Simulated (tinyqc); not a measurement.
Stability and critical current from long pulses.

Question. For long pulses a magnetic tunnel junction switches at I = Ic0 [1 - ln(tp/t0)/Delta]. Find Ic0 and Delta.

Values chosen for this exercise:
- t0 = 1 ns (attempt time)

switching current for pulses of 0.0001 and 0.01 s (uA): 32.098744  29.627244

Answer. I is linear in ln tp: it equals Ic0 at tp = t0, and the slope is -Ic0/Delta.

Ic0 = 38.3 uA
Delta = 71.3

Numbers from tinyqc (`OMP_NUM_THREADS=1 python tinyqc.py 2450036 2450037 out.jsonl`; about 0.01 s on one thread of a shared Intel Xeon 2.30GHz).
